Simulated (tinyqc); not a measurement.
# Fully depleted semiconductor-on-insulator film with two gates, non-linear Poisson equation by Newton steps: charge against front-gate voltage

One dimension across the film, front interface at x = 0, back interface at x = ts. psi is counted from the intrinsic level, n = ni exp(psi/Vt) (source grounded), holes neglected, acceptors ionised. Gates act through Cox = eps0 eox/tox and Cbox = 3.9 eps0/tb with potentials G1 = Vg - (phiM - chi - Vt ln(Nc/ni)) and G2 = Vb - (phiB - chi - Vt ln(Nc/ni)). Classical Boltzmann densities, no interface charge, no depletion in the back plane.

ni = sqrt(Nc Nv) exp(-Eg/(2 Vt)), Eg in volts. The Poisson equation eps0 eps_r d2psi/dx2 = q (n + Na), with -eps0 eps_r dpsi/dx = Cox (G1 - psi) at x = 0 and eps0 eps_r dpsi/dx = Cbox (G2 - psi) at x = ts, is solved on 300 equal intervals with half boxes at both ends; N_inv is the trapezoid sum of n. Swing = ln 10/(d ln N_inv/dVg); the last column is (dN_inv/dVb)/(dN_inv/dVg).

Parameters, values chosen for the exercise; band and dielectric values close to those of silicon:
- T = 350 K (temperature)
- Eg = 1.12 eV (band gap)
- eps_r = 11.6 (relative permittivity)
- Nc = 3.52e19 cm^-3 (conduction-band density of states at T)
- Nv = 3.38e19 cm^-3 (valence-band density of states at T)
- chi = 4.05 eV (electron affinity)
- eox = 3.9 (relative permittivity of the gate insulator (close to silicon dioxide))
- tox = 1.2 nm (insulator thickness)
- ts = 6.9 nm (film thickness)
- tb = 12 nm (buried-oxide thickness (eps_r 3.9))
- Na = 1e15 cm^-3 (acceptor density of the film)
- phiM = 4.37 eV (work function of the front gate)
- phiB = 4.55 eV (work function of the back plane)
- Vb = 0 V (back-gate voltage)

Constants: q = 1.602176634e-19 C, kB = 1.380649e-23 J/K, Vt = kB T/q, eps0 = 8.8541878128e-14 F/cm where lengths are in cm. Results are converted to the units shown.

Results:
columns A: Vg (V); B: psi front (V); C: psi back (V); D: N_inv (cm^-2); E: centroid/ts; F: swing (mV/decade); G: q dN_inv/dVg over Cox; H: back/front leverage
```
A           B       C        D      E       F        G       H
-0.18  0.0606  0.0606   1.53e6  0.500    81.9  2.40e-6   0.179
0.12    0.337   0.292   7.58e9  0.380    81.5   0.0119   0.155
0.27    0.461   0.387  3.07e11  0.312     129    0.304   0.139
0.42    0.531   0.420  1.68e12  0.230     327    0.659   0.119
0.57    0.570   0.429  3.66e12  0.176     592    0.794   0.108
0.72    0.595   0.433  5.89e12  0.142     883    0.856   0.103
0.87    0.614   0.435  8.25e12  0.120  1.19e3    0.891   0.100
1.02    0.628   0.436  1.07e13  0.104  1.50e3    0.912  0.0984
```

Estimate the missing row, Vg = -0.03 V.

Computed row:
columns A: Vg (V); B: psi front (V); C: psi back (V); D: N_inv (cm^-2); E: centroid/ts; F: swing (mV/decade); G: q dN_inv/dVg over Cox; H: back/front leverage
```
A          B      C       D      E     F        G      H
-0.03  0.199  0.177  1.06e8  0.439  81.0  1.68e-4  0.167
```

With this row back in the table: N_inv passes 1e11 cm^-2 at Vg = 0.216 V. The swing starts at 81.9 mV a decade, against (1 + k) Vt ln 10 = 75.3 for a front channel with k = Cs Cbox/(Cox (Cs + Cbox)) = 0.0838, Cs = eps0 eps_r/ts; above threshold this column is no longer a subthreshold swing. The centroid falls from 0.500 to 0.104 of ts and the leverage of the back gate falls from 0.179 to 0.0984. For Vg = 0.42, 0.57, 0.72, 0.87, 1.02 the density at an interface exceeds 0.3 Nc, where Boltzmann statistics fail. For Vg = 0.12, 0.27, 0.42, 0.57, 0.72, 0.87, 1.02 the classical centroid lies within 3 nm of an interface, where confinement, left out, would push it away.

Range of the model: In so thin a film or at such density quantum confinement moves the charge away from the interfaces and raises the threshold.

Program tinyqc, `OMP_NUM_THREADS=1 python tinyqc.py 2190128 2190129 out.jsonl`; Intel Xeon 2.30GHz, shared host, one thread, about 0.4 s.
